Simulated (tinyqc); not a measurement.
What moves the results: gated graphene: carriers, quantum capacitance and optical conductivity. A value that a table varies takes the place of the one given here.

Cones E = +/- hv |k|, four flavours, D(E) = 2|E|/(pi hv^2). n = (2/pi)(kT/hv)^2 F_1(mu/kT), p = (2/pi)(kT/hv)^2 F_1(-mu/kT), in 1/angstrom^2 (1e16 for 1/cm^2); F_1(eta) = integral_0^infinity x dx/(1 + exp(x - eta)). Cq/e^2 = d(n - p)/d mu = (2 kT/(pi hv^2)) ln(2 + 2 cosh(mu/kT)).

Gate: V = mu/e + e (n - p)/Cox with Cox/e^2 = k/(4 pi e2 t), t in angstrom, e2 = e^2/(4 pi eps0); 1/(eV angstrom^2) in C/e^2 equals 1602.176634 microfarad/cm^2; total 1/C = 1/Cox + 1/Cq.

Conductivity over sigma0 = e^2/(4 hbar): interband Re = sinh(E/2kT)/(cosh(mu/kT) + cosh(E/2kT)); intraband Re = (8 kT/pi) ln(2 cosh(mu/2kT)) Gm/(E^2 + Gm^2). A free sheet absorbs about pi alpha_f Re(sigma/sigma0), alpha_f the fine-structure constant (alpha among the constants).

Constants: kB = 8.617333262e-05 eV/K; e^2/(4 pi eps0) = 14.39964547 eV angstrom; fine-structure constant alpha = 0.007297352564.

Parameters, chosen for this exercise (Fermi velocity near that of graphene, gate dielectric near hBN; the results hold for these values, not for the real material):
- hv = 6.69 eV angstrom (hbar vF)
- T = 400 K
- k = 3.23 (dielectric constant of the gate layer)
- t = 20 nm (its thickness)
- Gm = 10 meV (intraband damping)
- V = -6.96 V (gate voltage from the neutrality point)

## Gate sweep

Results:
```
V (V)  mu (eV)  n - p (1/cm^2)  n + p (1/cm^2)  Cq (microfarad/cm^2)  C/Cox  Cox V/e (1/cm^2)
0       0.0000               0        2.78e+11                  1.09  0.884                 0
0.21    0.0238        1.66e+11        3.18e+11                  1.18  0.892          1.87e+11
0.56    0.0572        4.49e+11        5.10e+11                  1.58  0.917          5.00e+11
1.4     0.1116        1.15e+12        1.16e+12                  2.60  0.948          1.25e+12
2.8     0.1706        2.35e+12        2.35e+12                  3.90  0.965          2.50e+12
4.9     0.2338        4.16e+12        4.17e+12                  5.33  0.974          4.37e+12
7.0     0.2835        5.99e+12        5.99e+12                  6.46  0.978          6.25e+12
10      0.3425        8.62e+12        8.62e+12                  7.80  0.982          8.93e+12
15      0.4231        1.30e+13        1.30e+13                  9.64  0.985          1.34e+13
```

At neutrality n + p = 2.78e+11 1/cm^2 of thermal carriers remain and C/Cox = 0.884; at the last row C/Cox = 0.985 and the plain capacitor rule overstates n - p by 2.9 %. Between the last two rows mu goes as V^0.52; for |mu| well above kT the limits are 1/2 where Cox is small against Cq and 1 where it is large.

## Absorption spectrum

mu = -0.28264 eV

Results:
```
E (eV)  interband  intraband  absorption (%)
0.057      0.0005     1.0746           2.465
0.113      0.0014     0.2797           0.644
0.198      0.0048     0.0916           0.221
0.283      0.0164     0.0449           0.140
0.396      0.0790     0.0229           0.234
0.480      0.2249     0.0156           0.551
0.565      0.4990     0.0113           1.170
0.650      0.7736     0.0085           1.793
0.735      0.9214     0.0067           2.128
0.904      0.9927     0.0044           2.286
1.131      0.9997     0.0028           2.298
1.696      1.0000     0.0013           2.295
```

The edge lies at 2|mu| = 0.565 eV and, for |mu| above about 3 kT (here 8.2), rises from 10 % to 90 % over about 8.8 kT = 0.303 eV. The absorption is lowest, 0.140 %, at 0.283 eV of those listed, between the Drude tail and the edge; at the last row it is 2.295 % against pi alpha_f = 2.293 %. The thin-sheet formula fails where the absorption is large, and trigonal warping matters above about 1.5 eV.

## What moves the Fermi level

All results formed anew. Each row changes one parameter from the base and keeps the others.

Results:
```
case                   mu (eV)  n - p (1/cm^2)   C/Cox
base                   -0.2826      -5.960e+12  0.9783
V = -9.048 V           -0.3249      -7.785e+12  0.9811
t = 14 nm              -0.3388      -8.442e+12  0.9742
k = 3.88               -0.3104      -7.129e+12  0.9763
hv = 7.36 eV angstrom  -0.3116      -5.934e+12  0.9762
T = 500 K              -0.2788      -5.963e+12  0.9780
```

The largest shifts from the base row, up to three for each result and ties (the steps differ in size, so this ranks the rows, not the parameters). mu (eV): t -0.0562, V -0.0423, hv -0.0289. n - p (1/cm^2): t -2.48e+12, V -1.83e+12, k -1.17e+12. C/Cox: t -0.0041, V +0.0028, hv -0.0021.

Computed by tinyqc, a small Python program: `OMP_NUM_THREADS=1 python tinyqc.py 1650047 1650048 out.jsonl` (the numbers bound the seed that draws the inputs); one thread of a shared host (Intel(R) Xeon(R) Processor @ 2.30GHz), about 0.01 s for the whole set of steps.
